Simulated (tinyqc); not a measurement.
Inside a calculation. Model: biaxially strained (001) channel, valley splitting in an inversion layer.

Numbers from tinyqc (`OMP_NUM_THREADS=1 python tinyqc.py 2530047 2530048 out.jsonl`; about 0.02 s on one thread of a shared Intel Xeon 2.30GHz). Printed values are rounded.

A thin layer grown on a relaxed buffer is stretched in the plane. The two valleys with their long axis along the growth direction (D2) sink against the four in-plane ones (D4); confinement in a triangular well splits them too. Only the lowest subband of each set is kept; one relaxation time, so the weakening of intervalley scattering is left out.

Values chosen for this exercise; values close to those of silicon on relaxed silicon-germanium:
```
symbol,value,unit,meaning
T,300,K,temperature
x,0.26,,germanium share of the relaxed buffer
b1,0.0418,,lattice mismatch per unit x
c11,163,GPa,elastic constant
c12,62.9,GPa,elastic constant
Xu,8.87,eV,shear deformation potential
ml,0.89,m0,longitudinal mass
mt,0.188,m0,transverse mass
F,0.66,MV/cm,confining field
Ns,3.7e12,cm^-2,inversion density
```

Constants: q = 1.602176634e-19 C, kB = 1.380649e-23 J/K, hbar = 1.054571817e-34 J s, m0 = 9.1093837015e-31 kg, Vt = kB T/q, hbar^2/(2 m0) = 0.0380998212 eV nm^2. Results are converted to the units shown.

## Strain, stress and splitting

e_par = b1 x, e_perp = -2 (c12/c11) e_par, splitting D = Xu (e_par - e_perp), in-plane stress (c11 + c12 - 2 c12^2/c11) e_par.

e_par = 1.08680 %
e_perp = -0.838770 %
D = 170.798 meV
stress = 1.92750 GPa

## Subband edges and densities of states

Levels E(m) = 2.33811 (hbar^2 q^2 F^2/(2 m))^(1/3): E2 = E(ml), E4 = E(mt) + D; N2 = 2 mt kB T/(pi hbar^2), N4 = 4 sqrt(mt ml) kB T/(pi hbar^2).

E2 = 0.133579 eV
E4 = 0.395091 eV
N2 = 4.06050e12 cm^-2
N4 = 1.76695e13 cm^-2

Of the gap E4 - E2 = 262 meV, confinement gives 90.7 meV.

## Iteration 1: Fermi level by Newton steps

EF at the start = 0.134 eV

f = N2 ln(1 + exp((EF - E2)/Vt)) + N4 ln(1 + exp((EF - E4)/Vt)) - Ns, f' = [N2/(1 + exp((E2 - EF)/Vt)) + N4/(1 + exp((E4 - EF)/Vt))]/Vt, EF(new) = EF - f/f'.

f = -8.51563e11 cm^-2
f' = 7.92009e13 cm^-2/eV
EF after iteration 1 = 0.144752 eV

## Iteration 2: Fermi level by Newton steps

As before.

f = 8.71398e10 cm^-2
f' = 9.52873e13 cm^-2/eV
EF after iteration 2 = 0.143837 eV

## Course of the iteration: Fermi level by Newton steps

Stop when EF changes by less than 1e-10 eV, or after 40 iterations.

Course of the iteration:

| iteration | EF (eV) | \|change\| (eV) |
|---|---|---|
| 1 | 0.144752 | 0.0108 |
| 2 | 0.143837 | 9.14e-4 |
| 3 | 0.143831 | 6.48e-6 |
| 4 | 0.143831 | 3.26e-10 |
| 5 | 0.143831 | 0 |

Converged in 5 iterations. At the end the number of correct digits about doubles with each step.

## Share of the light valleys and conductivity mass

EF = 0.143831 eV

EF solves Ns = N2 ln(1 + exp((EF - E2)/Vt)) + N4 ln(1 + exp((EF - E4)/Vt)); f2 is the share in D2, and 1/mc = f2/mt + (1 - f2)(1/mt + 1/ml)/2.

f2 = 0.999713
mc = 0.188021 m0

Without strain f2 would be 0.839 and mc 0.201 m0, so repopulation alone gains 6.8 % in mobility.
